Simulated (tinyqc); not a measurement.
Free and trapped electrons in a MOS channel with a dense trap tail: one step of the calculation.

p-type body, charge-sheet picture, full ionisation (an idealisation for deep acceptors), Boltzmann statistics for free electrons. e = Ec - EF at the surface. Acceptor-like traps of density D(E) = D0 + De exp(-E/Ew) at depth E below Ec, from 0 to Eu, hold n_t = integral of D(E)/(1 + exp((e - E)/Vt)). psi = Eg - Vt ln(Nv/Na) - e; N_dep = sqrt(2 eps0 eps_r Na (psi - Vt)/q); n_f = sqrt(N_dep^2 + 2 eps0 eps_r Vt Nc exp(-e/Vt)/q) - N_dep; Vg = Vfb + psi + q (N_dep + n_t + n_f)/Cox, Cox = eps0 eox/tox.

Task. Trapped charge. Trapezoid rule on 13 equal steps from 0 to Eu, f = 1/(1 + exp((e - E)/Vt)).

Inputs (values chosen for the exercise); band and dielectric values close to those of gallium nitride:
- T = 300 K (temperature)
- D0 = 2.3e11 cm^-2 eV^-1 (constant background density of acceptor-like traps)
- De = 2.9e13 cm^-2 eV^-1 (density of the tail at the conduction edge)
- Ew = 0.07 eV (decay energy of the tail)
- Eu = 0.52 eV (depth below Ec down to which the traps reach)
- e = 0.026 eV (Ec - EF at the surface)

Constants: q = 1.602176634e-19 C, kB = 1.380649e-23 J/K, Vt = kB T/q. Results are converted to the units shown.

Find: E; D(E) f; n_t.

Result.

```
point	E (eV)	D(E) f (cm^-2 eV^-1)
0	0	7.8283e12
1	0.040000	1.0498e13
2	0.080000	8.4339e12
3	0.12000	5.3127e12
4	0.16000	3.1616e12
5	0.20000	1.8933e12
6	0.24000	1.1703e12
7	0.28000	7.6111e11
8	0.32000	5.2995e11
9	0.36000	3.9939e11
10	0.40000	3.2566e11
11	0.44000	2.8402e11
12	0.48000	2.6051e11
13	0.52000	2.4723e11
```

n_t = 1.4827e12 cm^-2

tinyqc, about 0.02 s, one thread, Intel Xeon 2.30GHz (shared host): `OMP_NUM_THREADS=1 python tinyqc.py 2222207 2222208 out.jsonl`
